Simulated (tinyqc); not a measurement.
# Changing the initial oxide x_i

Model: Deal-Grove kinetics of thermal oxidation of silicon. Computed by tinyqc, a small Python program. Command: `OMP_NUM_THREADS=1 python tinyqc.py 3007288 3007289 out.jsonl oxide sweep`. One thread of a shared host (Intel(R) Xeon(R) Processor @ 2.30GHz), about 0.2 s of CPU time with the checks.

Oxidant diffuses through the oxide and reacts at the interface, so that dx/dt = B/(A + 2x) for the oxide thickness x.

Inputs (values chosen for the exercise, close to those used for silicon): prefactor B0 = 794 um^2/h; activation energy E_B = 1.25 eV; prefactor (B/A)0 = 6.47e+06 um/h; activation energy E_A = 2 eV; temperature T = 925 C; oxidant pressure p = 10 atm; pressure exponent m of B/A = 0.77; time t = 1.1 h.

Ambient: dry oxygen. Surface: (111).

Constants: k_B = 8.617333262e-05 eV/K.

Method:
- B = B0 p exp(-E_B/(k_B T)), B/A = (B/A)0 p^m exp(-E_A/(k_B T)), p in atm; A = B/(B/A).
- Temperatures in kelvin are T(C) + 273.15.
- tau = (x_i^2 + A x_i)/B and x = (A/2) [sqrt(1 + 4 B (t + tau)/A^2) - 1], the root of x^2 + A x = B (t + tau).
- Silicon consumed is 0.44 times the oxide grown; the rate is B/(A + 2x).

One run for each value:
```
initial oxide x_i (um)  oxide thickness x (um)  silicon consumed (um)     tau (h)
0.002                                  0.11761               0.050867  1.3666e-02
0.0047                                 0.11914               0.050355  3.2404e-02
0.011                                  0.12280               0.049193  7.7420e-02
0.026                                  0.13189               0.046592  1.9189e-01
0.061                                  0.15492               0.041326  4.9889e-01
0.14                                   0.21402               0.032568  1.3972e+00
0.34                                   0.38707               0.020711  4.9441e+00
0.8                                    0.82509               0.011038  2.0026e+01
```

Describe and explain the trends.

Over the rows, oxide thickness x (um) rises from 0.118 to 0.825 (exponent d ln y / d ln x 0.015 between the first rows and 0.88 between the last); silicon consumed (um) falls from 0.0509 to 0.0110 (exponent d ln y / d ln x -0.012 between the first rows and -0.74 between the last); tau (h) rises from 0.0137 to 20.0 (exponent d ln y / d ln x 1.0 between the first rows and 1.6 between the last). The oxide grown, x - x_i, falls from 0.116 to 0.0251 um: an existing film lengthens the diffusion path.

Caution (rows 0.00200, 0.00470, 0.0110): dry oxides grow faster than Deal-Grove predicts below about 0.03 um, so a start from a thinner film underestimates the thickness (a common remedy is x_i = 0.025 um).
